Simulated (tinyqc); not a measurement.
Transfer between valleys with temperature: electrons shared among three sets of ellipsoidal valleys.

F_j(eta) = (1/Gamma(j + 1)) integral_0^infinity x^j dx/(1 + exp(x - eta)), which tends to exp(eta) for eta << 0.

Sets L, Gamma, Delta: N_i = M_i times N = 2 (m kB T/(4 pi c))^(3/2) with c = hbar^2/2m0, in 1/angstrom^3; times 1e24 for 1/cm^3, m = (ml mt^2)^(1/3); n = sum_i N_i F_1/2((EF - dE_i)/kT), energies from the edge of the first set; mu_drift = sum of share times mobility.

Constants: hbar^2/2m0 = 3.80998211 eV angstrom^2; kB = 8.617333262e-05 eV/K.

Parameters, chosen for this exercise (masses and offsets near those of Ge; mobilities are free inputs, held fixed; shifted at random, so the results belong to these values and not to a real crystal): dE = (0, 0.123, 0.204) eV (edges of L, Gamma, Delta above the first); M = (4, 1, 6) (valleys in each set); ml = (1.538, 0.041, 0.859) m0 (longitudinal masses of L, Gamma, Delta); mt = (0.0845, 0.041, 0.1924) m0 (transverse masses); mu = (4600, 24000, 1200) cm^2/(V s) (mobility of each set); n = 6.6e+17 1/cm^3 (total electron density).

Offsets, masses and mobilities are held fixed; n is fixed too, so the high values of T stand for hot electrons, not for the lattice.

Populations:

| T (K) | EF (eV) | share L | share Gamma | share Delta | mu_drift |
|---|---|---|---|---|---|
| 77 | -0.0037 | 1.0000 | 0.0000 | 0.0000 | 4600 |
| 150 | -0.0215 | 1.0000 | 0.0000 | 0.0000 | 4600 |
| 300 | -0.0710 | 0.9989 | 0.0002 | 0.0010 | 4600 |
| 450 | -0.1310 | 0.9860 | 0.0008 | 0.0132 | 4571 |
| 900 | -0.3557 | 0.8413 | 0.0034 | 0.1552 | 4139 |
| 1200 | -0.5330 | 0.7344 | 0.0044 | 0.2612 | 3798 |
| 2000 | -1.0680 | 0.5582 | 0.0054 | 0.4364 | 3221 |

Give the missing row, T (K) = 600.

Computed row:
```
T (K)  EF (eV)  share L  share Gamma  share Delta  mu_drift
600    -0.1991   0.9510       0.0018       0.0473      4473
```

The share of L goes from 1.000 to 0.558 and the mean mobility from 4600 to 3221 cm^2/(V s). L holds more than Gamma throughout. The share of Delta is at most 0.44.

Computed by tinyqc, a small Python program: `OMP_NUM_THREADS=1 python tinyqc.py 1682365 1682366 out.jsonl` (the numbers bound the seed that draws the inputs); one thread of a shared host (Intel(R) Xeon(R) Processor @ 2.30GHz), about 0.01 s for the whole set of steps.
